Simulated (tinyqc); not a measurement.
Worked calculation: exchange-only LDA atom on a uniform radial grid, spin-unpolarised, for N. Computed by tinyqc, a small Python program that keeps every step. Settings: Z = 7, points = 256, R = 7.3, functional = Slater exchange alone, mixing = 0.2, iteration cap = 54. Command: `OMP_NUM_THREADS=1 python tinyqc.py 26039 26040 out.jsonl` (the two numbers bound the seeds that draw the settings). One thread of a shared host (Intel(R) Xeon(R) Processor @ 2.60GHz), about 2 s of CPU time with the checks. Later iterations appear only in the table of the cycle.

## Iteration 1

Spherical atom on a uniform radial grid r_j = j h with h = R/(N + 1), h sum u^2 = 1 and integrals as h times sums, u(0) = u(R) = 0 (atomic units):
```
parameter           value
Z                       7
points N              256
R                7.300000
h                0.028405
mixing           0.200000
electrons in 1s         2
electrons in 2s         2
electrons in 2p         3
```

Three-point differences turn -u''/2 + [l(l+1)/2r^2 - Z/r + V] u = e u into a tridiagonal matrix (diagonal 1/h^2 + potential, off-diagonal -1/2h^2). D = sum f u^2; the Hartree potential y/r solves y'' = -D/r with y(0) = 0, y(R) = N_e; v_xc comes from rho = D/(4 pi r^2); E = sum f e - int D V + int D (V_H/2 + eps_xc); V(new) = V + mixing (V_H + v_xc - V).

eigenvalues (hartree): 1s -24.26252, 2s -6.10994, 2p -6.13008

Every 16th grid point:
```
r           V in     u(1s)      u(2s)     u(2p)         D       V_H       v_xc
0.45447  0.00000   0.70679   -0.71054   1.11518   5.73971  11.56521   -1.28295
0.90895  0.00000   0.05993   -1.07889   0.90697   4.80295   7.36675   -0.76161
1.36342  0.00000   0.00381   -0.57233   0.41531   1.17262   5.10880   -0.36326
1.81790  0.00000   0.00022   -0.22176   0.15032   0.16615   3.84891   -0.15633
2.27237  0.00000  1.14e-05   -0.07345   0.04783   0.01765   3.08038   -0.06381
2.72685  0.00000  5.81e-07   -0.02213   0.01403   0.00157   2.56706   -0.02522
3.18132  0.00000  2.87e-08   -0.00626   0.00389   0.00012   2.20034   -0.00976
3.63580  0.00000  1.39e-09   -0.00169   0.00103  8.93e-06   1.92530   -0.00372
4.09027  0.00000  6.64e-11   -0.00044   0.00027  6.03e-07   1.71138   -0.00140
4.54475  0.00000         0   -0.00011   0.00007  3.87e-08   1.54024   -0.00052
4.99922  0.00000         0  -2.79e-05  1.65e-05  2.38e-09   1.40022   -0.00019
5.45370  0.00000         0  -6.82e-06  4.01e-06  1.41e-10   1.28353   -0.00007
5.90817  0.00000         0  -1.64e-06  9.59e-07         0   1.18480  -2.61e-05
6.36265  0.00000         0  -3.90e-07  2.26e-07         0   1.10017    0.00000
6.81712  0.00000         0  -8.77e-08  5.06e-08         0   1.02683    0.00000
7.27160  0.00000         0  -3.57e-09  2.05e-09         0   0.96265    0.00000
```

total energy = -47.5368772 hartree

## Iteration 2

As before.

eigenvalues (hartree): 1s -21.45646, 2s -4.64803, 2p -4.48879

Every 16th grid point:
```
r           V in     u(1s)      u(2s)     u(2p)         D       V_H       v_xc
0.45447  2.05645   0.73056   -0.61529   1.01357   4.90660  11.08843   -1.21761
0.90895  1.32103   0.06889   -1.07218   0.94713   4.99978   7.22778   -0.77187
1.36342  0.94911   0.00500   -0.65484   0.51445   1.65165   5.08591   -0.40720
1.81790  0.73852   0.00033   -0.29625   0.22437   0.32656   3.84612   -0.19582
2.27237  0.60331  2.03e-05   -0.11564   0.08681   0.04936   3.08009   -0.08989
2.72685  0.50837  1.21e-06   -0.04134   0.03115   0.00633   2.56703   -0.04014
3.18132  0.43812  7.06e-08   -0.01393   0.01061   0.00073   2.20034   -0.01760
3.63580  0.38432  4.04e-09   -0.00450   0.00348   0.00008   1.92530   -0.00762
4.09027  0.34200  2.29e-10   -0.00141   0.00111  7.68e-06   1.71138   -0.00327
4.54475  0.30794  1.28e-11   -0.00043   0.00035  7.31e-07   1.54024   -0.00139
4.99922  0.28000         0   -0.00013   0.00011  6.70e-08   1.40022   -0.00059
5.45370  0.25669         0  -3.81e-05  3.19e-05  5.95e-09   1.28353   -0.00025
5.90817  0.23695         0  -1.11e-05  9.47e-06  5.15e-10   1.18480   -0.00010
6.36265  0.22003         0  -3.17e-06  2.77e-06  4.31e-11   1.10017  -4.33e-05
6.81712  0.20537         0  -8.46e-07  7.54e-07         0   1.02683  -1.72e-05
7.27160  0.19253         0  -3.75e-08  3.38e-08         0   0.96265    0.00000
```

total energy = -49.5584884 hartree

## Iteration 3

As before.

eigenvalues (hartree): 1s -19.35375, 2s -3.57324, 2p -3.29961

Every 16th grid point:
```
r           V in     u(1s)      u(2s)     u(2p)         D       V_H      v_xc
0.45447  3.61932   0.74867   -0.53926   0.91891   4.23580  10.65124  -1.15938
0.90895  2.34801   0.07651   -1.04910   0.95866   4.97000   7.07226  -0.77033
1.36342  1.69503   0.00615   -0.71662   0.59782   2.09933   5.05235  -0.44109
1.81790  1.32087   0.00045   -0.36735   0.30377   0.54673   3.84058  -0.23252
2.27237  1.08069  3.14e-05   -0.16389   0.13813   0.11096   3.07931  -0.11776
2.72685  0.91207  2.13e-06   -0.06736   0.05859   0.01937   2.56693  -0.05828
3.18132  0.78704  1.41e-07   -0.02623   0.02370   0.00306   2.20033  -0.02843
3.63580  0.69099  9.21e-09   -0.00983   0.00926   0.00045   1.92530  -0.01373
4.09027  0.61522  5.95e-10   -0.00358   0.00352   0.00006   1.71138  -0.00658
4.54475  0.55412  3.81e-11   -0.00127   0.00131  8.42e-06   1.54024  -0.00314
4.99922  0.50393         0   -0.00045   0.00048  1.09e-06   1.40022  -0.00149
5.45370  0.46201         0   -0.00015   0.00017  1.38e-07   1.28353  -0.00071
5.90817  0.42650         0   -0.00005   0.00006  1.70e-08   1.18480  -0.00033
6.36265  0.39605         0  -1.74e-05  2.17e-05  2.01e-09   1.10017  -0.00016
6.81712  0.36965         0  -5.32e-06  6.87e-06  1.98e-10   1.02683  -0.00007
7.27160  0.34655         0  -2.52e-07  3.31e-07         0   0.96265   0.00000
```

total energy = -50.9225638 hartree

## Convergence

Stop when input and output potentials agree to 1e-7.

Course of the cycle (hartree):
```
iteration            E      e(1s)     e(2s)     e(2p)  largest |V(out) - V(in)|
1          -47.5368772  -24.26252  -6.10994  -6.13008                  1.71e+01
2          -49.5584884  -21.45646  -4.64803  -4.48879                  1.28e+01
3          -50.9225638  -19.35375  -3.57324  -3.29961                  9.49e+00
4          -51.8120579  -17.79207  -2.78429  -2.44161                  6.98e+00
5          -52.3696783  -16.64374  -2.20613  -1.82467                  5.08e+00
6          -52.7038734  -15.80840  -1.78327  -1.38217                  3.66e+00
7          -52.8943334  -15.20743  -1.47466  -1.06525                  2.61e+00
8          -52.9971140  -14.77963  -1.24989  -0.83828                  1.85e+00
9          -53.0495319  -14.47782  -1.08642  -0.67551                  1.31e+00
10         -53.0748423  -14.26621  -0.96750  -0.55839                  9.27e-01
11         -53.0864941  -14.11819  -0.88081  -0.47365                  6.58e-01
...                ...        ...       ...       ...                       ...
44         -53.0958856  -13.73304  -0.61982  -0.22068                  1.76e-04
45         -53.0958856  -13.73302  -0.61980  -0.22066                  1.40e-04
46         -53.0958856  -13.73300  -0.61978  -0.22064                  1.11e-04
47         -53.0958856  -13.73298  -0.61977  -0.22063                  8.83e-05
48         -53.0958856  -13.73296  -0.61976  -0.22062                  7.01e-05
49         -53.0958856  -13.73295  -0.61975  -0.22061                  5.57e-05
50         -53.0958856  -13.73294  -0.61975  -0.22060                  4.42e-05
51         -53.0958856  -13.73294  -0.61974  -0.22060                  3.51e-05
52         -53.0958856  -13.73293  -0.61974  -0.22060                  2.79e-05
53         -53.0958856  -13.73293  -0.61973  -0.22059                  2.21e-05
54         -53.0958856  -13.73292  -0.61973  -0.22059                  1.76e-05
```

Not converged within 54 iterations: the residual falls steadily but slowly, by a factor of about 0.79 a step. Reruns (cap 100 unless said): mixing 0.3: converged in 49; mixing 0.6: converged in 20; the original settings with a cap of 400: converged in 77. Even converged, this uniform grid resolves the cusp poorly and misses the energy of the atom.
